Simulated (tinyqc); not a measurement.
From results back to parameters: sp3s* tight binding. Five cases, with inputs chosen for the exercise.

Problem. Without spin-orbit coupling the s levels at Gamma are the roots of [[Esa, Vss], [Vss, Esc]], the p levels those of [[Epa, Vxx], [Vxx, Epc]], and the doubly degenerate valence level at X is the lower root of [[Epa, Vxy], [Vxy, Epc]]. The atomic differences are given; the levels below come from hidden parameters.

Find: Esa, Esc, Epa, Epc; |Vss|, |Vxx|, |Vxy|.

Method. The mean of a pair of roots is the mean of the two levels, which with the given difference fixes both; half the splitting, squared, less a quarter of the squared difference is V^2. At X the lower root lies sqrt((dEp/2)^2 + Vxy^2) below the mean p level.

Case 1.

Values chosen (out of a larger set: near a published set for SiC, fitted to gaps, whose masses and valley positions are rough; not measured data): dEs = 3.623 eV (Esc - Esa); dEp = 2.234 eV (Epc - Epa).

s levels at Gamma (eV): -19.19200  5.89500

p levels at Gamma (eV): -0.00359  6.47759

valence level X5 = -2.78254 eV

Solution.

Esa, Esc, Epa, Epc (eV): -8.460  -4.837  2.120  4.354

|Vss|, |Vxx|, |Vxy| (eV): 12.412  3.042  5.915

Case 2.

Values chosen (out of a larger set: near a published set for InP, fitted to gaps, whose masses and valley positions are rough; spin-orbit coupling, where it is added without a refit, lifts the valence top and shrinks all gaps by about a third of the splitting; not measured data): dEs = 7.105 eV (Esc - Esa); dEp = 3.182 eV (Epc - Epa).

s levels at Gamma (eV): -11.42964  1.32464

p levels at Gamma (eV): 0.01613  4.90987

valence level X5 = -2.04695 eV

Solution.

Esa, Esc, Epa, Epc (eV): -8.605  -1.500  0.872  4.054

|Vss|, |Vxx|, |Vxy| (eV): 5.296  1.859  4.220

Case 3.

Values chosen (out of a larger set: near a published set for InAs, fitted to gaps, whose masses and valley positions are rough; spin-orbit coupling, where it is added without a refit, lifts the valence top and shrinks all gaps by about a third of the splitting; not measured data): dEs = 6.937 eV (Esc - Esa); dEp = 2.79 eV (Epc - Epa).

s levels at Gamma (eV): -12.78165  0.39265

p levels at Gamma (eV): 0.00897  4.62703

valence level X5 = -2.39804 eV

Solution.

Esa, Esc, Epa, Epc (eV): -9.663  -2.726  0.923  3.713

|Vss|, |Vxx|, |Vxy| (eV): 5.600  1.840  4.505

Case 4.

Values chosen (out of a larger set: near a published set for GaSb, fitted to gaps, whose masses and valley positions are rough; not measured data): dEs = 3.422 eV (Esc - Esa); dEp = 2.069 eV (Epc - Epa).

s levels at Gamma (eV): -12.00766  0.80766

p levels at Gamma (eV): 0.00247  3.77453

valence level X5 = -2.37588 eV

Solution.

Esa, Esc, Epa, Epc (eV): -7.311  -3.889  0.854  2.923

|Vss|, |Vxx|, |Vxy| (eV): 6.175  1.577  4.137

Case 5.

Values chosen (out of a larger set: near a published set for AlAs, fitted to gaps, whose masses and valley positions are rough; not measured data): dEs = 6.351 eV (Esc - Esa); dEp = 2.57 eV (Epc - Epa).

s levels at Gamma (eV): -11.69064  3.01364

p levels at Gamma (eV): 0.01099  4.53901

valence level X5 = -2.22152 eV

Solution.

Esa, Esc, Epa, Epc (eV): -7.514  -1.163  0.990  3.560

|Vss|, |Vxx|, |Vxy| (eV): 6.631  1.864  4.309

Computed by tinyqc, one run a case: `OMP_NUM_THREADS=1 python tinyqc.py N N+1 out.jsonl` with N = 1450491, 1450585, 1450631, 1450678, 1450776; one thread of a shared Intel(R) Xeon(R) Processor @ 2.30GHz, about 0.2 s a run at most.
